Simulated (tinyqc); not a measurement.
What the excited states change: donors on two lattice sites with valley-orbit split states.

Each donor binds at most one electron, in any of its states. For a site s, W_s = sum over its states of g exp(E/kT), and the ionised share is 1/(1 + W_s exp(eta)), eta = (EF - Ec)/kT; n = Nc F_1/2(eta); neutrality n + NA = ND x (mean ionised share, the two sites in equal numbers); holes are neglected. Nc from N = 2 (m kB T/(4 pi c))^(3/2) with c = hbar^2/2m0, in 1/angstrom^3; times 1e24 for 1/cm^3, m = md. F_j(eta) = (1/Gamma(j + 1)) integral_0^infinity x^j dx/(1 + exp(x - eta)), which tends to exp(eta) for eta << 0.

Constants: hbar^2/2m0 = 3.80998211 eV angstrom^2; kB = 8.617333262e-05 eV/K.

Inputs chosen for the exercise (near those of nitrogen in 4H-SiC; not measured data): md = 0.833 m0 (density-of-states mass of the conduction band); E = (59.5, 51.7, 117.5, 68) meV (binding energies of h ground, h excited, k ground, k excited); g = (2, 4, 2, 4) (their degeneracies with spin); ND = 6.2e+15 1/cm^3 (donors, half on each site); NA = 0 1/cm^3 (compensating acceptors, all ionised).

The last columns keep only the ground state of each site (g = 2).

Results:

| T (K) | effective degeneracy, h site | eta | n (1/cm^3) | n, ground states only | ratio |
|---|---|---|---|---|---|
| 40 | 2.42 | -11.92 | 6.16e+12 | 6.77e+12 | 0.910 |
| 60 | 2.88 | -9.46 | 1.33e+14 | 1.59e+14 | 0.836 |
| 80 | 3.29 | -8.39 | 5.97e+14 | 7.43e+14 | 0.804 |
| 110 | 3.76 | -7.81 | 1.72e+15 | 2.06e+15 | 0.838 |
| 150 | 4.19 | -7.73 | 2.96e+15 | 3.17e+15 | 0.935 |
| 200 | 4.54 | -7.73 | 4.55e+15 | 4.71e+15 | 0.967 |
| 250 | 4.78 | -7.87 | 5.56e+15 | 5.68e+15 | 0.979 |
| 300 | 4.96 | -8.08 | 5.93e+15 | 6.01e+15 | 0.988 |
| 400 | 5.19 | -8.48 | 6.12e+15 | 6.15e+15 | 0.995 |
| 500 | 5.34 | -8.80 | 6.17e+15 | 6.18e+15 | 0.998 |

How do the results move, and what explains it?

The effective degeneracy grows from 2.42 to 5.34. Excited states hold electrons back, so the ratio is never above 1; it is lowest, 0.804, at 80 K of those listed, and 0.988 at 300 K. At low T the excited states empty out, and at high T more donors are ionised (n is 99 % of ND - NA in the last row), so the effect is largest in between.

Computed by tinyqc, a small Python program: `OMP_NUM_THREADS=1 python tinyqc.py 1651635 1651636 out.jsonl` (the numbers bound the seed that draws the inputs); one thread of a shared host (Intel(R) Xeon(R) Processor @ 2.30GHz), about 0.01 s for the whole set of steps.
